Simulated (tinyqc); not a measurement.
Inside a calculation: exciton in an atomically thin sheet (Rytova-Keldysh potential). Values are carried at full precision from step to step, so a last printed digit may differ when a step is redone from the rounded ones.

Constants: Ry = 13.60569312 eV; a0 (Bohr radius) = 0.5291772105 angstrom; hbar^2/2m0 = 3.80998211 eV angstrom^2; e^2/(4 pi eps0) = 14.39964547 eV angstrom.

Values chosen for the exercise (near those of a MoS2 monolayer; the results hold for these values, not for the real material):
- me = 0.483 m0 (electron mass)
- mh = 0.502 m0 (hole mass)
- kap = 4.2 (mean dielectric constant of the surroundings)
- Eg = 2.142 eV (gap, in these surroundings)
- al = (0.000308, 0.00139, 0.00624, 0.0281, 0.126) 1/angstrom^2 (exponents a_i)
- r0 = 43.3 angstrom (screening length of the sheet)

## Exciton units

1/mu = 1/me + 1/mh, Ry* = Ry mu/kap^2, a* = a0 kap/mu.

mu = 0.24616 m0
Ry* = 189.861 meV
a* = 9.03 angstrom

## Hydrogen-like series

Binding Ry*/n^2 in three dimensions and Ry*/(n - 1/2)^2 in two; strengths relative to n = 1 go as 1/n^3 and (1/2)^3/(n - 1/2)^3. Lines at Eg less the binding.

Series:
```
n,3D binding (meV),3D line (eV),3D strength,2D binding (meV),2D line (eV),2D strength
1,189.86,1.9521,1.0000,759.45,1.3826,1.0000
2,47.47,2.0945,0.1250,84.38,2.0576,0.0370
3,21.10,2.1209,0.0370,30.38,2.1116,0.0080
4,11.87,2.1301,0.0156,15.50,2.1265,0.0029
```

## Overlap and kinetic matrices

Relative motion in the plane with V(k) = -2 pi q/(k (kap + r0 k)), q = e^2/(4 pi eps0), c = hbar^2/2m0. Normalised Gaussians exp(-a_i r^2): with A = a_i + a_j, S_ij = 2 sqrt(a_i a_j)/A, T_ij = (4c/mu)(a_i a_j/A) S_ij, V_ij = -q S_ij times the integral over k from 0 to infinity of exp(-k^2/4A)/(kap + r0 k).

Form S and T.

S, lower triangle:
```
,1,2,3,4,5
1,1.00000
2,0.77068,1.00000
3,0.42344,0.77198,1.00000
4,0.20712,0.42385,0.77121,1.00000
5,0.09864,0.20777,0.42408,0.77226,1.00000
```

T (eV), lower triangle:
```
,1,2,3,4,5
1,0.00953
2,0.01203,0.04303
3,0.00769,0.05433,0.19316
4,0.00391,0.03476,0.24380,0.86985
5,0.00188,0.01769,0.15610,1.09852,3.90040
```

## Potential matrix

Evaluate the integrals numerically.

V (eV), lower triangle:
```
,1,2,3,4,5
1,-0.12009
2,-0.13758,-0.21367
3,-0.12100,-0.23167,-0.34914
4,-0.09126,-0.18862,-0.35726,-0.52456
5,-0.06237,-0.13162,-0.27084,-0.50965,-0.72994
```

## Levels in the small basis

Solve (T + V) u = E S u; give the two lowest levels and the ground vector with u S u = 1 and its largest component positive.

levels (eV): -0.1944  -0.0481

ground vector: -0.002  0.624  0.405  0.045  0.008

## The converged series

Converged values use 20 Gaussians with exponents 2^i/b^2, i = -11 to 8, b the larger of a0 kap/(2 mu) and sqrt(a0 r0/mu), a0 = 0.5291772 angstrom; p states use r exp(i theta) exp(-a r^2).

Levels against the two-dimensional hydrogen series Ry*/(n - 1/2)^2; eps_n is the dielectric constant that would give each level in that series.

Series:
```
state,binding (meV),hydrogen (meV),eps_n,Eg + E (eV)
1s,194.6,759.4,8.30,1.947
2p,63.6,84.4,4.84,2.078
2s,48.9,84.4,5.52,2.093
3p,25.8,30.4,4.55,2.116
3s,21.7,30.4,4.97,2.120
```

eps_n falls from 8.30 (1s) to 4.97 (3s) towards kap = 4.2: larger orbits see less of the sheet. 2p is bound 14.7 meV more strongly than 2s, which pure Coulomb attraction keeps degenerate. The small basis misses the 1s binding by 0.2 meV.

## Checks

- 1s binding for r0 = 0 against 4 Ry*, meV: 759.1 against 759.4.
- 2p binding for r0 = 0 against 4 Ry*/9, meV: both 84.38.

Run: tinyqc, `OMP_NUM_THREADS=1 python tinyqc.py 1252461 1252462 out.jsonl`; Intel(R) Xeon(R) Processor @ 2.30GHz, one thread, shared host; about 0.03 s of CPU time with all checks.
